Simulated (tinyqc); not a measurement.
The mobility curve: inversion-layer mobility, back-scattering and ballistic limit of a field-effect transistor. Computed by tinyqc, a small Python program. Command: `OMP_NUM_THREADS=1 python tinyqc.py 3014354 3014355 out.jsonl mos walk`. One thread of a shared host (Intel(R) Xeon(R) Processor @ 2.30GHz), about 0.01 s of CPU time with the checks.

The charge at the top of the source barrier is fixed by the gate; series resistance and short-channel effects are left out. F_j are Fermi integrals normalised to exp(eta) in the classical limit.

Inputs (values chosen for the exercise, modelled on a germanium p-channel):
```
quantity                                     value        unit
weight w of the inversion charge             0.333           -
permittivity eps                                16           -
phonon mobility at 1 MV/cm and 300 K, mu_ph    240  cm^2/(V s)
roughness mobility at 1 MV/cm, mu_sr           360  cm^2/(V s)
Coulomb mobility at N_inv = 1e12/cm^2, mu_C    300  cm^2/(V s)
electrical oxide thickness t_inv               3.2          nm
depletion charge N_dep                       1e+11      1/cm^2
temperature T                                  400           K
```

Statistics at the top of the barrier: Fermi-Dirac.

Constants: eps_0 = 8.8541878128e-12 F/m; e = 1.602176634e-19 C.

Method. N_inv = 3.9 eps_0 (V_G - V_T)/(e t_inv); effective field E_eff = e (N_dep + w N_inv)/(eps eps_0). mu_phonon = mu_ph (E_eff/1 MV/cm)^(-0.3) (T/300 K)^(-1.75); mu_rough = mu_sr (E_eff/1 MV/cm)^(-2); mu_Coulomb = mu_C (N_inv/1e12 cm^-2) (T/300 K); Matthiessen's rule adds 1/mu.

Mobilities (cm^2/(V s)):
```
V_G - V_T (V)  N_inv (1/cm^2)  E_eff (MV/cm)  phonon   roughness  Coulomb   total
0.03               2.0206e+11        0.01892  476.98  1.0058e+06     80.8   69.11
0.06               4.0411e+11        0.02653  430.98  5.1153e+05    161.6  117.53
0.12               8.0823e+11        0.04175  376.17  2.0656e+05    323.3  173.72
0.20               1.3470e+12        0.06204  334.02  9.3532e+04    538.8  205.74
0.35               2.3573e+12        0.10009  289.37  3.5937e+04    942.9  220.06
0.50               3.3676e+12        0.13814  262.71  1.8866e+04   1347.0  217.30
0.75               5.0514e+12        0.20155  234.56  8.8622e+03   2020.6  205.29
1.00               6.7352e+12        0.26496  216.08  5.1279e+03   2694.1  192.53
1.50               1.0103e+13        0.39179  192.16  2.3453e+03   4041.1  170.13
```

The lowest part is Coulomb from 0.0300 to 0.120, phonon from 0.200 to 1.50 V. The total peaks at 220 near E_eff = 0.10 MV/cm: screening lifts it at low density and the field presses it down at high density.

Extremes, crossings and ranges named in words are read from the listed rows.
